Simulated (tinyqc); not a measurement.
Atomic layer deposition: Langmuir saturation, growth per cycle and coating of deep features: one step, computed by the program tinyqc.

Precursor A sticks only on free sites, so a long enough pulse saturates; co-reactant B then frees the sites again.

Problem. The first four cycles. One cycle from coverage th0: pulse A gives th1 = th_s + (th0 - th_s) exp(-(k_a + k_d) t), th_s = k_a/(k_a + k_d); the purge leaves th2 = th1 exp(-k_d t_p); pulse B converts c_B th2 into film and leaves th3 = (1 - c_B) th2. Growth = G c_B th2. Start from th0 = 0.

Inputs (values chosen for the exercise, modelled on silicon dioxide from an aminosilane and ozone):
```
quantity                              value      unit
growth per cycle at saturation G        1.2  angstrom
temperature T                           225         C
pulse time t                           0.21         s
co-reactant completion per pulse c_B   0.95         -
purge time t_p                          1.2         s
```

k_a = 28.96476 1/s

k_d = 1.921188e-06 1/s

Give: Cycles.

Solution.

Cycles:
```
cycle       th0      th1      th2       th3  growth (angstrom)
1      0.000000  0.99772  0.99772  0.049886             1.1374
2      0.049886  0.99783  0.99783  0.049891             1.1375
3      0.049891  0.99783  0.99783  0.049891             1.1375
4      0.049891  0.99783  0.99783  0.049891             1.1375
```
